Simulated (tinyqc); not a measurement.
Abrupt p-n junction, non-linear Poisson equation by Newton steps: one step of the calculation.

One dimension, p side on the left, n side on the right; net doping C = -Na for x < 0 and +Nd for x > 0. The potential psi is counted from the intrinsic level, and the quasi-Fermi potentials are flat: 0 for holes and -V for electrons, so n = ni exp((psi + V)/Vt) and p = ni exp(-psi/Vt) (Boltzmann statistics, full ionisation, no current).

Problem. Newton step. Solve the tridiagonal system a_(i-1) d_(i-1) + b_i d_i + a_i d_(i+1) = -F_i for nodes 1 to 14, with d = 0 on fixed nodes. Each component d is damped to sign(d) Vt ln(1 + |d|/Vt) before it is added.

Parameters, values chosen for the exercise:
- T = 450 K (temperature)

Constants: q = 1.602176634e-19 C, kB = 1.380649e-23 J/K, Vt = kB T/q. Results are converted to the units shown.

coupling a_i, interval 0 to 14 (F/cm^2): [1.3396983e-8, 2.8986924e-8, 6.2433376e-8, 1.3433940e-7, 2.8815404e-7, 6.2075249e-7, 1.3323675e-6, 2.8645902e-6, 2.5766155e-6, 2.3134457e-6, 2.0678570e-6, 1.8730013e-6, 1.6792425e-6, 1.5218135e-6, 1.3527231e-6]

```
node  diagonal b (F/cm^2)  residual F (C/cm^2)
1           -9.7516274e-7         1.9599656e-9
2           -9.1470890e-8        1.0568336e-10
3           -1.9677972e-7        3.9333241e-11
4           -4.2993122e-7       -2.3661047e-10
5           -1.0999312e-6        -6.8072511e-9
6           -2.5910997e-6        -2.2053893e-8
7           -4.9959549e-6        -2.6407418e-8
8           -6.3291076e-6        -1.0114682e-8
9           -6.1475042e-6         2.0469042e-9
10          -5.9890520e-6         1.0508725e-9
11          -5.8547531e-6        2.2814450e-10
12          -5.7414539e-6        3.7493546e-11
13          -5.6574386e-6        4.8766856e-12
14          -5.6237839e-6        5.3160705e-13
```

psi after iteration 1, node 0 to 15 (V): [-0.80394609, -0.79610174, -0.44509117, 0.04780996, 0.34803175, 0.50354414, 0.58002134, 0.61838703, 0.63798475, 0.64733346, 0.65259368, 0.65527157, 0.65643683, 0.65688697, 0.65704222, 0.65709992]

Find: Newton step d, before damping; psi after iteration 2.

Solution.

Newton step d, before damping, node 1 to 14 (V): [0.001638, -0.012519, -0.020795, -0.024935, -0.026688, -0.024748, -0.019142, -0.012655, -0.005879, -0.002412, -0.000916, -0.000322, -0.000102, -0.000028]
psi after iteration 2, node 0 to 15 (V): [-0.80395, -0.79450, -0.45594, 0.03116, 0.32878, 0.48324, 0.56088, 0.60283, 0.62703, 0.64186, 0.65025, 0.65437, 0.65612, 0.65678, 0.65701, 0.65710]

Program tinyqc, `OMP_NUM_THREADS=1 python tinyqc.py 2000068 2000069 out.jsonl`; Intel Xeon 2.30GHz, shared host, one thread, about 0.02 s.
